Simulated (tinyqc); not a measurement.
# Worked calculation: programming of a floating-gate cell by Fowler-Nordheim tunnelling

Computed by the program tinyqc: `OMP_NUM_THREADS=1 python tinyqc.py 2130053 2130054 out.jsonl`, one thread of a shared Intel Xeon 2.30GHz, about 0.01 s for the whole run. Printed values are rounded.

Per tunnel area the floating gate has Ctun = 3.9 eps0/tox to the channel (0 V) and Ccg to the control gate, Ct = Ctun/(1 - ag), no other coupling. With the threshold shift U = -Q/Ccg the field is F = ag (Vg - U)/tox, and dU/dt = J/Ccg. Fowler-Nordheim: J = A F^2 exp(-B/F), A = q^2/(16 pi^2 hbar mo phi) (times 1e14 for A/cm^2 with F in V/nm, emitter mass m0), B = (4/3) sqrt(mo/C) phi^1.5, C = hbar^2/(2 m0).

Inputs (values chosen for the exercise); oxide values close to those of silicon dioxide: tunnel barrier phi = 3.02 eV; tunnelling mass mo = 0.41 m0; tunnel oxide thickness tox = 6.7 nm; coupling ratio Ccg/Ct ag = 0.61; tunnel area ar = 3200 nm^2; threshold shift at the start Vt0 = -1.2 V; control-gate voltage Vg = 11.4 V; time step dt = 5 us; steps n = 10.

Constants: q = 1.602176634e-19 C, hbar = 1.054571817e-34 J s, m0 = 9.1093837015e-31 kg, eps0 = 8.8541878128e-14 F/cm where lengths are in cm, hbar^2/(2 m0) = 0.0380998212 eV nm^2. Results are converted to the units shown.

Range of the model: Programming fields of 10 MV/cm and more wear the oxide; trapping and the channel potential are ignored.

## Constants of the cell

A, B, Ccg = ag Ct, the starting field and current, K = A B ag/(Ccg tox), and the knee time t0 = exp(B/F(0))/K.

A = 1.244899e8 A cm^-2 (V/nm)^-2
B = 22.95512 V/nm
Ccg = 0.8061275 uF/cm^2
F(0) = 1.147164 V/nm
J(0) = 0.3342056 A/cm^2
K = 3.227491e14 1/s
t0 = 1.518821 us
electrons for 1 V of shift = 161.0065

## Explicit time steps against the exact solution

U(new) = U + dt J(F(U))/Ccg. Exact: exp(B/F(t)) = exp(B/F(0)) + K t, K = A B ag/(Ccg tox), and U = Vg - tox F/ag.

| step | t (us) | F (V/nm) | J (A/cm^2) | U by steps (V) | U exact (V) |
|---|---|---|---|---|---|
| 0 | 0 | 1.147164 | 0.3342056 | -1.200000 | -1.200000 |
| 1 | 5 | 0.958437 | 0.004535798 | 0.872908 | -0.344962 |
| 2 | 10 | 0.955875 | 0.004231136 | 0.901041 | -0.041542 |
| 3 | 15 | 0.953486 | 0.003964129 | 0.927284 | 0.142630 |
| 4 | 20 | 0.951247 | 0.003728216 | 0.951872 | 0.273989 |
| 5 | 25 | 0.949142 | 0.003518275 | 0.974996 | 0.375628 |
| 6 | 30 | 0.947155 | 0.003330254 | 0.996818 | 0.458267 |
| 7 | 35 | 0.945275 | 0.003160899 | 1.017474 | 0.527740 |
| 8 | 40 | 0.943490 | 0.003007574 | 1.037080 | 0.587569 |
| 9 | 45 | 0.941791 | 0.002868113 | 1.055734 | 0.640038 |
| 10 | 50 | 0.940172 | 0.002740727 | 1.073523 | 0.686714 |

The steps run ahead by 1220 mV after the first and 387 mV after the last, as each uses the larger current of its start; the step is 3.3 of the knee time t0. The overshoot lowers the field, so later steps gain less than the exact curve and the error ends smaller than after the first step.
